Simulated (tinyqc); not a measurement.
# Elastic trap-assisted tunnelling through a dielectric: two studies

Emitter at x = 0 (Fermi level 0), collector at x = t (Fermi level -V), band edge U(x) = phi - F x, F = V/t. A trap at x has the energy E = U(x) - Et. With G(u) = (4/(3 F)) sqrt(mo/C) max(u, 0)^1.5, C = hbar^2/(2 m0): S1 = G(phi - E) - G(Et), S2 = G(Et) - G(phi - V - E), T1,2 = exp(-S1,2). The steady rate through one trap is nu T1 T2 (f1 - f2)/(T1 + T2), f1 = f(E), f2 = f(E + V), f(y) = 1/(1 + exp(y/Vt)); both contacts offer states at E.

Inputs (values chosen for the exercise); dielectric values close to those of hafnium oxide:
- T = 300 K (temperature)
- phi = 1.47 eV (barrier above the emitter Fermi level)
- mo = 0.2 m0 (tunnelling mass)
- t = 7.7 nm (thickness)
- Et = 1.16 eV (trap depth below the band edge of the dielectric)
- Nt = 1.9e18 cm^-3 (trap density)
- nu = 1e14 1/s (attempt frequency)
- V = 1.49 V (voltage)

Constants: q = 1.602176634e-19 C, kB = 1.380649e-23 J/K, hbar = 1.054571817e-34 J s, m0 = 9.1093837015e-31 kg, Vt = kB T/q, hbar^2/(2 m0) = 0.0380998212 eV nm^2. Results are converted to the units shown.

Each table varies one quantity; the others keep the values above.

## Current against voltage

J = q Nt times the integral of the rate over x. Direct S = (4/(3 F)) sqrt(mo/C) [phi^1.5 - max(phi - V, 0)^1.5].

Current against voltage:
```
V (V)	J (A/cm^2)	x of the peak over t	larger S there	direct S
0.3	1.05e-5	0.490	19.2	40.5
0.59	0.00149	0.477	19.2	38.1
0.89	0.00887	0.445	18.6	35.4
1.18	0.0166	0.423	18.3	32.4
1.47	0.0406	0.396	17.7	28.5
1.77	0.307	0.264	16.6	23.7
2.06	2.69	0.221	14.3	20.4
2.35	13.7	0.190	12.5	17.8
2.65	50.0	0.166	11.1	15.8
2.94	134	0.148	10.0	14.3
```

What does the table show?

J rises from 1.05e-5 to 134 A/cm^2, by 7.43 decades a volt between the first two rows and 1.48 between the last two. The position of the peak falls from 0.490 to 0.148 of t; only traps beyond x/t = (phi - Et)/V lie below the emitter Fermi level, with phi - Et = 0.310 eV. It jumps from 0.396 to 0.264 between V = 1.47 and 1.77 V.

## Effect of the trap depth

Same model as above.

The same in every row: direct S = 28.1.

Effect of the trap depth:
```
Et (eV)	J (A/cm^2)	x of the peak over t	larger S there
0.66	0.00464	0.526	18.9
0.78	0.0480	0.446	16.5
0.9	0.318	0.379	14.5
1.02	0.239	0.365	15.9
1.14	0.0569	0.390	17.5
1.26	0.0134	0.406	18.7
1.38	0.00370	0.417	19.8
1.5	0.00117	0.426	20.8
1.62	4.09e-4	0.433	21.8
```

J goes from 0.00464 through a maximum of 0.318 (at Et = 0.9 eV among the rows listed) to 4.09e-4 A/cm^2. Shallow traps near the emitter lie above its Fermi level and stay empty, while deep traps face higher barriers, so a middle depth conducts best.

Range of the model: Phonon-assisted (inelastic) capture, chains of traps and a spread of trap depths are left out.

Numbers from tinyqc (`OMP_NUM_THREADS=1 python tinyqc.py 2370052 2370053 out.jsonl`; about 0.05 s on one thread of a shared Intel Xeon 2.30GHz).
